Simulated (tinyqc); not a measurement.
Worked calculation: finite-difference solution of the diffusion equation on a small grid. Computed by tinyqc, a small Python program that keeps every step. Command: `OMP_NUM_THREADS=1 python tinyqc.py 3031301 3031302 out.jsonl fdiff walk`. One thread of a shared host (Intel(R) Xeon(R) Processor @ 2.30GHz), about 0.01 s of CPU time with the checks. Intermediate numbers are printed to about 6 digits and carried at full precision; extremes and crossings named in words are read from the listed rows.

dC/dt = D d2C/dx2 on nodes x_j = j dx, j = 0..7; the far end is sealed.

Inputs (values chosen for the exercise):
```
quantity         value    unit
diffusivity D      8.7  nm^2/s
grid spacing dx     20      nm
time step dt        19       s
final time t_f     380       s
loss velocity h  0.023    nm/s
```

Boundary at x = 0: surface loss. Scheme: Crank-Nicolson.

start values C_j, j = 0, 1, ... (% of a reference): 38  52.7  100  73.3  33.6  2.02  0  0

## Mesh ratio and operator

The operator M acts as (M C)_j = C_(j-1) - 2 C_j + C_(j+1); at the sealed far end a mirror node gives 2 C_(N-2) - 2 C_(N-1); at j = 0, the outward flux h C_0 gives 2 C_1 - (2 + 2 h dx/D) C_0. r = D dt/dx^2.

mesh ratio r = 0.41325

operator M:
```
          0         1         2         3         4         5         6         7
0  -2.10575   2.00000   0.00000   0.00000   0.00000   0.00000   0.00000   0.00000
1   1.00000  -2.00000   1.00000   0.00000   0.00000   0.00000   0.00000   0.00000
2   0.00000   1.00000  -2.00000   1.00000   0.00000   0.00000   0.00000   0.00000
3   0.00000   0.00000   1.00000  -2.00000   1.00000   0.00000   0.00000   0.00000
4   0.00000   0.00000   0.00000   1.00000  -2.00000   1.00000   0.00000   0.00000
5   0.00000   0.00000   0.00000   0.00000   1.00000  -2.00000   1.00000   0.00000
6   0.00000   0.00000   0.00000   0.00000   0.00000   1.00000  -2.00000   1.00000
7   0.00000   0.00000   0.00000   0.00000   0.00000   0.00000   2.00000  -2.00000
```

## Amplification factors

The mode of M with eigenvalue mu has its amplitude multiplied per step by g = (1 + (1 - theta) r mu)/(1 - theta r mu), with theta = 0 explicit, 1 implicit, 1/2 Crank-Nicolson; the explicit scheme is stable for r up to 2/|mu_min|.

eigenvalues mu of M: -4.00858  -3.81726  -3.26212  -2.46015  -1.57004  -0.76805  -0.21285  -0.00671

factors g: 0.093929  0.118105  0.194717  0.325972  0.510108  0.726075  0.915746  0.997231

largest stable r of the explicit scheme = 0.498930

The smallest factor is 0.094: no mode changes sign, and all decay but one with mu = 0 where there is such a mode.

## Time step 1

C at the start (%): 38.00  52.70  100.00  73.30  33.60  2.02  0.00  0.00

With r = D dt/dx^2: (1 - theta r M) C(new) = (1 + (1 - theta) r M) C(old); theta = 0 explicit, 1 implicit, 1/2 Crank-Nicolson.

C after step 1 (%): 47.5528  60.4926  78.5461  66.7694  36.3866  11.3701  2.0451  0.5980

## Time step 2

The formulas are those given above.

C after step 2 (%): 53.8510  61.5134  69.0025  60.1338  37.7572  16.6475  5.3869  2.4215

## All steps

The run takes n = round(t_f/dt) steps of length t_f/n. The dose is the trapezoidal sum of C dx; the error is the largest difference from exp(M D t/dx^2) C(0), the exact time evolution on the same grid.

Course of the run:
```
step  t (s)      C_1      C_4  dose (% nm)  largest error
1        19  60.4926  36.3866      5593.71       0.950297
2        38  61.5134  37.7572      5571.55       0.546555
3        57  61.0374  37.9310      5547.44       0.313836
4        76  59.9584  37.6589      5522.63       0.224174
5        95  58.5844  37.2950      5497.79       0.152392
6       114  57.0769  36.9727      5473.28       0.100565
7       133  55.5296  36.7296      5449.26       0.065670
...     ...      ...      ...          ...            ...
14      266  46.2108  36.4397      5297.72       0.016298
15      285  45.1841  36.4643      5278.22       0.014824
16      304  44.2292  36.4869      5259.17       0.013503
17      323  43.3421  36.5054      5240.53       0.012345
18      342  42.5184  36.5185      5222.28       0.011337
19      361  41.7538  36.5253      5204.40       0.010462
20      380  41.0440  36.5255      5186.84       0.009697
```

C at the end (%): 39.7984  41.0440  40.6357  38.9335  36.5255  34.1098  32.3447  31.6996

largest error at t_f = 0.00969735 %

final dose = 5186.84 % nm

final C_4 = 36.5255 %

The time-step error at the end is 0.0097 on a scale of 41.0. The dose falls through the surface.

## The three schemes as the step is halved

Each run reaches t_f in n equal steps; errors are the largest difference from exp(M D t_f/dx^2) C(0). A dash marks unstable explicit runs.

Largest error at t_f (%):
```
steps n        r  explicit  implicit  Crank-Nicolson
4        2.06625         -   2.79371     1.02454e+00
8        1.03313         -   1.43568     5.98805e-02
16       0.51656         -   0.72432     1.51432e-02
32       0.25828  0.365663   0.36340     3.79035e-03
64       0.12914  0.182535   0.18198     9.47859e-04
128      0.06457  0.091197   0.09106     2.36981e-04
256      0.03229  0.045581   0.04555     5.92464e-05
```

From the last two rows, halving the step divides the error by 2.00 (explicit), 2.00 (implicit), 4.00 (Crank-Nicolson): a factor 2 marks first order in dt and 4 second order. The explicit scheme needs n of at least 17 to be stable; the other two are stable at any step.

Checks made by the program: matrix exponential against 4096 Crank-Nicolson steps (relative difference 6e-09).
